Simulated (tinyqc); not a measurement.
Starting guesses with DIIS over 6 matrices: SCF starting guesses in the sto-3g basis, for BeH+, spin multiplicity 1. Computed by the program tinyqc with PySCF. 

Geometry (angstrom):
```
atom,x,y,z
Be,0.0000,0.0000,0.0000
H,0.0000,0.0000,1.4250
```

lowest restricted solution found by these runs and by PySCF = -14.661197 hartree

RHF with one setting changed at a time; a run stops when the energy changes by less than 1e-09 hartree and the error matrix is below 1e-5. Starts: the lowest orbitals of the core Hamiltonian, of the Wolfsberg-Helmholz matrix (K = 1.75), projected atomic densities, random orbitals, and the highest orbitals of the core Hamiltonian (a deliberately bad start).

Largest element of the error matrix X^T (FDS - SDF) X:
```
iteration,core,Wolfsberg-Helmholz,atomic densities,random,highest core orbitals
1,3.1e-01,1.6e-01,2.6e-01,2.0e+00,9.4e-02
2,5.9e-02,4.6e-02,8.6e-02,2.8e-01,2.9e-01
3,1.2e-02,2.4e-02,2.6e-02,2.2e-02,2.9e-01
4,3.4e-03,4.0e-03,1.0e-02,4.2e-03,2.4e-01
5,6.8e-05,2.3e-03,7.1e-04,9.2e-04,3.2e-01
6,1.5e-05,1.6e-04,2.8e-05,1.6e-04,3.5e-01
8,-,1.5e-07,-,2.3e-07,2.6e-01
10,-,-,-,-,2.1e-02
14,-,-,-,-,1.5e-07
```

How each run ends:
```
run,iterations,E (hartree),state
core,7,-14.661197,lowest found
Wolfsberg-Helmholz,9,-14.661197,lowest found
atomic densities,7,-14.661197,lowest found
random,9,-14.661197,lowest found
highest core orbitals,14,-14.661197,lowest found
```

5 of 5 runs reach the lowest restricted solution found, in 7 to 14 iterations (fastest: core, atomic densities). The first errors are 3e-01, 2e-01, 3e-01, 2e+00, 9e-02; the deliberately bad start has the smallest one, so a small first error does not mark a good start.
